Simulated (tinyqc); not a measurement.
Free and nearly free electrons in a metal: sweeps and comparisons. A value that a table varies takes the place of the one given here.

The cubic cell holds 2 atoms: n = 2 z/a^3, kF = (3 pi^2 n)^(1/3), EF = c kF^2/m, vF = 2 c kF/(m hbar), c = hbar^2/2m0; rs = (3/(4 pi n))^(1/3)/a0; D(EF) = 3 n/(2 EF).

Two plane waves k and k - G, G = (110) (2 pi/a): H = [[c k^2/m, V], [V, c (k - G)^2/m]] with c = hbar^2/2m0.

Square wire of width w with grain size w: rho/rho0 = 1/(1 - 3 al/2 + 3 al^2 - 3 al^3 ln(1 + 1/al)) + (3/4) (1 - p) l/w, with al = (l/w) Rg/(1 - Rg) (Mayadas-Shatzkes plus the thick-wire form of Fuchs-Sondheimer); l = hbar kF/(n e^2 rho), e = 1.602176634e-19 C.

Constants: hbar^2/2m0 = 3.80998211 eV angstrom^2; hbar = 6.58211957e-16 eV s; a0 (Bohr radius) = 0.5291772105 angstrom.

Parameters, chosen for this exercise (near those of Li; the results hold for these values, not for the real material): a = 3.513 angstrom (bcc lattice constant); z = 1 (free electrons an atom); m = 1 m0 (mass); rho = 9.52 micro-ohm cm (bulk resistivity); p = 0.2 (specularity of the surfaces); Rg = 0.22 (reflection at grain boundaries); w = 10 nm (wire width).

## When the Fermi surface touches the face

On the face the lower band is E = c (G^2/4 + q^2)/m - V, q along the face. EF is held at its free value. A neck opens where EF > c G^2/(4m) - V, with radius q; the second band fills where EF > c G^2/(4m) + V.

Necks:

| V (eV) | lower band at the face centre (eV) | neck radius (1/angstrom) | radius/kF |
|---|---|---|---|
| 0.2 | 5.894 | - | - |
| 0.5 | 5.594 | - | - |
| 0.8 | 5.294 | - | - |
| 1.1 | 4.994 | - | - |
| 1.4 | 4.694 | - | - |
| 1.8 | 4.294 | 0.3226 | 0.291 |
| 2.2 | 3.894 | 0.4572 | 0.412 |
| 2.6 | 3.494 | 0.5604 | 0.505 |

EF = 4.690 eV
c G^2/(4m) = 6.094 eV

How do the results move?

Contact needs V > 1.404 eV. It is first met at V = 1.8 eV of those listed, and the radius then grows as the square root of the excess, to 0.505 kF at 2.6 eV. EF is held at its free value here; a count of states lowers it as V grows, strongly for V of an eV or more, so the threshold is a lower bound, the radii are upper bounds, and some necks may vanish.

## Resistivity of narrow wires

Wires:

| w (nm) | al | grain term (factor - 1) | surface term | rho (micro-ohm cm) |
|---|---|---|---|---|
| 200 | 0.015 | 0.022 | 0.031 | 10.02 |
| 100 | 0.029 | 0.043 | 0.062 | 10.53 |
| 50 | 0.059 | 0.086 | 0.125 | 11.53 |
| 30 | 0.098 | 0.142 | 0.208 | 12.85 |
| 20 | 0.146 | 0.212 | 0.311 | 14.50 |
| 14 | 0.209 | 0.300 | 0.445 | 16.61 |
| 10 | 0.293 | 0.416 | 0.623 | 19.41 |
| 7 | 0.418 | 0.589 | 0.890 | 23.59 |

l = 10.38 nm

What does this show, and why?

At 7 nm the resistivity is 2.48 times the bulk value; surfaces add more (0.59 from grains, 0.89 from surfaces). It passes twice the bulk value between 14 and 10 nm. The surface formula is meant for w above l = 10 nm, so the rows below that are rough.

## What sets the wire resistivity

All results formed anew. Each row changes one parameter from the base and keeps the others.

Results:

| case | EF (eV) | l (nm) | wire rho (micro-ohm cm) |
|---|---|---|---|
| base | 4.690 | 10.38 | 19.409 |
| a = 3.618 angstrom | 4.422 | 11.01 | 20.003 |
| m = 1.2 m0 | 3.909 | 10.38 | 19.409 |
| rho = 11.424 micro-ohm cm | 4.690 | 8.65 | 21.332 |
| p = 0.5 | 4.690 | 10.38 | 17.186 |
| Rg = 0.154 | 4.690 | 10.38 | 18.033 |
| w = 7 nm | 4.690 | 10.38 | 23.594 |

What does this show?

The largest shifts from the base row, up to three for each result and ties (the steps differ in size, so this ranks the rows, not the parameters). EF (eV): m -0.782, a -0.268; unchanged at the printed digits by rho, p, Rg and w. l (nm): rho -1.73, a +0.63; unchanged at the printed digits by m, p, Rg and w. wire rho (micro-ohm cm): w +4.185, p -2.223, rho +1.923; unchanged at the printed digits by m. The mass drops out of l at given rho, because vF falls and tau rises by the same factor.

Program tinyqc; command `OMP_NUM_THREADS=1 python tinyqc.py 1651920 1651921 out.jsonl`; about 0.01 s on one thread of a shared Intel(R) Xeon(R) Processor @ 2.30GHz.
